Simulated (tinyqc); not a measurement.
Starting guesses with DIIS over 6 matrices: SCF starting guesses in the 6-311g basis, for HeH+, spin multiplicity 1. Computed by the program tinyqc with PySCF. RHF with one setting changed at a time; a run stops when the energy changes by less than 1e-09 hartree and the error matrix is below 1e-5. Starts: the lowest orbitals of the core Hamiltonian, of the Wolfsberg-Helmholz matrix (K = 1.75), projected atomic densities, random orbitals, and the highest orbitals of the core Hamiltonian (a deliberately bad start).

Geometry (angstrom):

| atom | x | y | z |
|---|---|---|---|
| He | 0.0000 | 0.0000 | 0.0000 |
| H | 0.0000 | 0.0000 | 1.0290 |

lowest restricted solution found by these runs and by PySCF = -2.899190 hartree

Largest element of the error matrix X^T (FDS - SDF) X:

| iteration | core | Wolfsberg-Helmholz | atomic densities | random | highest core orbitals |
|---|---|---|---|---|---|
| 1 | 5.1e-01 | 1.5e+00 | 1.5e-01 | 1.8e+00 | 9.9e-01 |
| 2 | 3.6e-02 | 1.1e-01 | 9.3e-02 | 4.2e-01 | 5.5e-01 |
| 3 | 5.0e-03 | 8.5e-03 | 2.3e-02 | 1.1e-02 | 2.7e-01 |
| 4 | 2.3e-04 | 5.7e-04 | 1.8e-03 | 2.2e-03 | 4.3e-02 |
| 5 | 2.6e-05 | 5.2e-05 | 2.2e-04 | 1.7e-04 | 1.6e-03 |
| 6 | 1.1e-06 | 2.1e-06 | 1.6e-05 | 5.7e-06 | 3.6e-04 |
| 8 | - | - | - | - | 2.4e-06 |

How each run ends:

| run | iterations | E (hartree) | state |
|---|---|---|---|
| core | 6 | -2.899190 | lowest found |
| Wolfsberg-Helmholz | 7 | -2.899190 | lowest found |
| atomic densities | 7 | -2.899190 | lowest found |
| random | 7 | -2.899190 | lowest found |
| highest core orbitals | 9 | -2.899190 | lowest found |

What does the comparison show, and why?

5 of 5 runs reach the lowest restricted solution found, in 6 to 9 iterations (fastest: core). The first errors are 5e-01, 2e+00, 1e-01, 2e+00, 1e+00.
